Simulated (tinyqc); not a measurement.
Inside a calculation. Model: thermal stress and diffusional relaxation in a metal film: Coble and Nabarro-Herring creep, cooling and holds. Computed by tinyqc, a small Python program that keeps every step. Command: `OMP_NUM_THREADS=1 python tinyqc.py 3025781 3025782 out.jsonl creep walk`. One thread of a shared host (Intel(R) Xeon(R) Processor @ 2.30GHz), about 0.02 s of CPU time with the checks. Intermediate numbers are printed to about 5 digits and carried at full precision; extremes and crossings named in words are read from the listed rows.

A thin film on a rigid substrate is stress-free at T0. Tension is positive and the film creeps linearly: d sigma/dt = -M (mismatch) dT/dt - sigma/tau.

Inputs (values chosen for the exercise, modelled on aluminium films on silicon): biaxial modulus M = 113 GPa; expansion mismatch = 21 1e-6/K; atomic volume Omega = 16.6 angstrom^3; lattice prefactor D0 = 0.00013 m^2/s; lattice energy E = 1.5 eV; boundary prefactor (delta D_b)0 = 6.5e-14 m^3/s; boundary energy E_b = 0.839 eV; grain size d = 2.8 um; stress-free temperature T0 = 300 C; hold temperature T = 130 C; hold time t = 0.59 h; cooling rate = 100 C/min.

Constants: k_B = 1.380649e-23 J/K; k_B = 8.617333262e-05 eV/K.

## Elastic stress after a quench

Thermoelastic slope = M x mismatch; sigma_0 = slope x (T0 - T).

thermoelastic slope = 2.373 MPa/K

stress after a quench sigma_0 = 403.41 MPa

## Creep at the hold temperature

Creep rate per stress: Nabarro-Herring 14 D Omega/(k_B T d^2), Coble (14 pi) delta D_b Omega/(k_B T d^3), with D = D0 exp(-E/(k_B T)), delta D_b = (delta D_b)0 exp(-E_b/(k_B T)); 1/tau = M x (sum of both)/2 (biaxial strain rate is half the uniaxial one). Temperatures in kelvin are T(C) + 273.15. sigma(t) = sigma_0 exp(-t/tau), relaxed part sigma_0 - sigma(t); the grain size where both mechanisms are equal is pi delta D_b/D.

Nabarro-Herring rate = 1.2269e-19 1/(Pa s)

Coble rate = 1.2616e-14 1/(Pa s)

relaxation time tau = 0.38968 h

stress after the hold = 88.756 MPa

stress relaxed during the hold = 314.65 MPa

crossover grain size = 2.8793e+05 um

Coble creep is 100000 times as fast as Nabarro-Herring creep at this grain size. The crossover size is formal, far above any film grain. Caution: bulk creep laws overstate relaxation in a bonded film, where the substrate constrains boundary diffusion, and dislocation glide is left out.

## Stress after cooling to room temperature

Cooling from T0 at the constant rate: d sigma/dT = -slope + sigma/(tau(T) x rate), integrated to 25 C (stiff solver, tolerance 1e-9). Effective stress-free temperature T_eff = 25 C + sigma/slope.

stress at 25 C = 455.75 MPa

effective stress-free temperature = 217.06 C

Creep during cooling removes 30.2 % of the elastic value. Caution: bulk creep laws overstate relaxation in a bonded film, and dislocation glide would cap stresses above the yield stress.

## Where a fixed hold relaxes most

For each hold temperature: sigma_0 = slope (T0 - T), relaxed stress sigma_0 (1 - exp(-t/tau)), initial rate sigma_0/tau. In confined lines the relaxed part appears as void volume.

Holds:
```
T (C)  sigma_0 (MPa)     tau (h)  relaxed (MPa)  initial rate (MPa/h)
25           652.575  1.4236e+03     2.7041e-01            4.5841e-01
50           593.250  1.2336e+02     2.8306e+00            4.8091e+00
75           533.925  1.5273e+01     2.0232e+01            3.4958e+01
100          474.600  2.5139e+00     9.9279e+01            1.8879e+02
125          415.275  5.2120e-01     2.8140e+02            7.9677e+02
150          355.950  1.3062e-01     3.5206e+02            2.7251e+03
175          296.625  3.8325e-02     2.9662e+02            7.7398e+03
200          237.300  1.2838e-02     2.3730e+02            1.8485e+04
225          177.975  4.8113e-03     1.7797e+02            3.6991e+04
250          118.650  1.9849e-03     1.1865e+02            5.9778e+04
275           59.325  8.8932e-04     5.9325e+01            6.6708e+04
```

The relaxed stress peaks at 150 C among these rows: colder holds have more stress but slower diffusion, hotter ones faster diffusion but less stress. The initial rate peaks about k_B T^2/E_b = 34 K below T0 when boundaries dominate; its largest row is 275 C. Caution: dislocation glide would cap stresses above the yield stress; capping layers can block the surface and boundary paths, and threshold stresses are ignored.

Checks made by the program: cooling integral by quadrature (relative difference 2e-09).
